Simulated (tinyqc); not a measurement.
# Gap voltage and exponent from three temperatures

Problem. At constant current VBE(T) = Vg0 - a T - eta (kB T/q) ln T, where a is a constant. Find Vg0, eta and dVBE/dT at the middle temperature.

Constants: q = 1.602176634e-19 C, kB = 1.380649e-23 J/K. Results are converted to the units shown.

T (K): [233, 300, 360]
VBE at a constant current (V): [0.8503788252, 0.7260086566, 0.6101861791]

Solution. The relation is linear in Vg0, a and eta, so three points give a linear system; the slope is (VBE - Vg0 - eta kB T/q)/T. eta rests on the curvature of VBE(T) alone, so real fits need accuracy of some tens of microvolts or better.

Vg0 = 1.19 V
eta = 4.00
dVBE/dT = -1.90 mV/K

Numbers from tinyqc (`OMP_NUM_THREADS=1 python tinyqc.py 2062090 2062091 out.jsonl`; about 0.03 s on one thread of a shared Intel Xeon 2.30GHz).
